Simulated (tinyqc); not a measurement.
Hot electrons in a saturated n-channel MOSFET, lucky-electron model: one step of the calculation.

Beyond pinch-off the lateral field grows as Esat cosh(y/l) over the velocity-saturated region (pseudo-two-dimensional model). Impact ionisation in this region gives the substrate current, which biases the body forward through Rsub. Currents are per width. Local-field laws: they overstate ionisation when the field peak is narrower than an energy relaxation length.

Problem. Gate current, lifetime and channel shortening. Ig = Cg Id exp(-pb/(lm Em)); lifetime tau = (Hl/Id)(Isub/Id)^(-m); length of the saturated region dL = l ln[(dV/l + Em)/Esat]. 1 year = 3.15576e7 s.

Inputs (values chosen for the exercise); values close to those of silicon n-channel devices:

| symbol | value | unit | meaning |
|---|---|---|---|
| lm | 9 | nm | hot-electron mean free path |
| pb | 3.2 | V | oxide barrier |
| Cg | 0.0024 |  | prefactor of the gate current |
| m | 2.7 |  | lifetime exponent |
| Hl | 540 | s uA/um | lifetime constant |

Id = 57.755114 uA/um
dV = 2.0314379 V
Em = 0.38482428 MV/cm
Isub = 1.3454809 uA/um
l = 53.272882 nm
Esat = 0.051764706 MV/cm

Find: Isub/Id; Ig; tau; dL.

Solution.

Isub/Id = 0.023296
Ig = 13.464 pA/um
tau = 0.0075862 years
dL = 143.55 nm

The lifetime misses ten years.

tinyqc, about 0.01 s, one thread, Intel Xeon 2.30GHz (shared host): `OMP_NUM_THREADS=1 python tinyqc.py 2550035 2550036 out.jsonl`
